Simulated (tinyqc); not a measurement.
# Resistance of a source-drain extension with a graded tip: effects of single changes

y runs along the channel, the gate covers y > 0. The doping is N0 for y < y0 and N0 10^(-(y - y0)/la) beyond, uniform over the depth xj. Sheet conductance s(y) = q mu(N) max(N - Nch, 0) xj + (for y > 0) ma Cox Vo, with mu(N) = u0 + (u1 - u0)/(1 + (N/Nr)^au) and Cox = eps0 eox/tox. Current is taken as one-dimensional; depletion of the tip, spreading and the contact are left out. The metallurgical junction lies at yj, where N = Nch.

Values chosen for this exercise; mobility law close to that of electrons in silicon: relative permittivity of the gate insulator (close to silicon dioxide) eox = 3.9; insulator thickness tox = 2.4 nm; active doping of the extension far from the gate N0 = 8.8e19 cm^-3; lateral abruptness la = 4.9 nm/decade; depth of the extension xj = 13 nm; channel doping Nch = 1.3e18 cm^-3; spacer length Ls = 21 nm; gate overdrive Vo = 0.68 V; mobility of the gate-induced layer ma = 140 cm^2/(V s); mobility at low doping u1 = 1414 cm^2/(V s); mobility at high doping u0 = 68.5 cm^2/(V s); reference doping Nr = 9.2e16 cm^-3; exponent au = 0.711; gate length Lg = 45 nm.

Constants: q = 1.602176634e-19 C, eps0 = 8.8541878128e-14 F/cm where lengths are in cm. Results are converted to the units shown.

Each table varies one quantity; the others keep the values above.

## Abruptness at a fixed junction position

R_spacer = integral of dy/s from -Ls to 0, R_ov from 0 to yj, R_channel = (Lg - 2 yj)/(ma Cox Vo), R_total = 2 R_spacer + 2 R_ov + R_channel. Electrical length L_eff = ma Cox dR_total/d(1/Vo); R_series = R_total - L_eff/(ma Cox Vo). y0 is moved with la so that yj stays at 10.170 nm.

The same in every row: yj (nm) = 10.17; R_channel (ohm um) = 180.0.

Results:
```
la (nm/decade)  R_spacer (ohm um)  R_ov (ohm um)  R_total (ohm um)  L_eff (nm)  R_series (ohm um)
1                           14.79          11.11             231.8       25.71              44.12
2.3                         14.79          17.06             243.7       26.87              47.54
3.6                         14.79          23.01             255.6       28.03              50.96
4.9                         14.79          28.96             267.5       29.20              54.38
6.1                         14.92          34.34             278.6       30.26              57.63
7.4                         16.39          39.17             291.2       31.35              62.31
10                          23.90          46.04             319.9       33.19              77.66
```

Estimate the missing row, la = 8.7 nm/decade.

Computed row:
```
la (nm/decade)  R_spacer (ohm um)  R_ov (ohm um)  R_total (ohm um)  L_eff (nm)  R_series (ohm um)
8.7                         19.42          42.99             304.9       32.32              68.89
```

With this row back in the table: As la goes from 1 to 10 nm/decade, R_total rises from 232 to 320 ohm um, R_spacer rises from 14.8 to 23.9 ohm um and R_ov rises from 11.1 to 46.0 ohm um. R_total changes on average by 9.79 ohm um for each nm/decade. L_eff exceeds the metallurgical length by 1.05 nm in the first row and 8.52 nm in the last, since the gate also controls the lightly doped tips.

## Effect of the position under the gate where the fall begins

Same model as above.

Effect of the position under the gate where the fall begins:
```
y0 (nm)  yj (nm)  R_spacer (ohm um)  R_ov (ohm um)  R_channel (ohm um)  R_total (ohm um)  L_eff (nm)  R_series (ohm um)
-6         2.970              29.48          16.16               285.2             376.4       42.46              66.46
-4         4.970              19.29          22.53               256.0             339.6       39.23              53.17
-2         6.970              15.60          26.27               226.8             310.5       35.51              51.30
0          8.970              14.79          28.19               197.6             283.5       31.58              52.97
2          10.97              14.79          29.47               168.4             256.9       27.61              55.31
4          12.97              14.79          30.75               139.2             230.2       23.64              57.66
6          14.97              14.79          32.04               110.0             203.6       19.67              60.00
8          16.97              14.79          33.32               80.75             177.0       15.70              62.34
```

Read the table: what changes, and by how much?

As y0 goes from -6 to 8, R_total falls from 376 to 177 ohm um, L_eff falls from 42.5 to 15.7 nm and R_series goes from 66.5 through a minimum of 51.3 (at y0 = -2 among the rows listed) to 62.3 ohm um. More overlap also shortens the channel and adds capacitance, effects on threshold and speed that are left out.

tinyqc, about 0.03 s, one thread, Intel Xeon 2.30GHz (shared host): `OMP_NUM_THREADS=1 python tinyqc.py 2282214 2282215 out.jsonl`
